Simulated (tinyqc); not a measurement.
Stress from a rosette of three resistors.

Question. In the (001) plane dR/R(0) = p11 sxx + p12 syy, dR/R(90) = p12 sxx + p11 syy and dR/R(45) = (p11 + p12)(sxx + syy)/2 + p44 sxy. Find the three stresses.

Parameters, values chosen for the exercise:
- p11 = 6.69 x 1e-11/Pa (piezoresistive coefficient)
- p12 = -1.05 x 1e-11/Pa (piezoresistive coefficient)
- p44 = 135 x 1e-11/Pa (piezoresistive coefficient)

dR/R at 0, 45 and 90 degrees (%): [-0.18303000, -9.9043800, -0.99573000]

Answer. The first and third give sxx and syy; the 45-degree value less their mean is p44 sxy.

sxx = -52.00 MPa
syy = -157.0 MPa
sxy = -69.00 MPa

Numbers from tinyqc (`OMP_NUM_THREADS=1 python tinyqc.py 2530168 2530169 out.jsonl`; about 0.01 s on one thread of a shared Intel Xeon 2.30GHz).
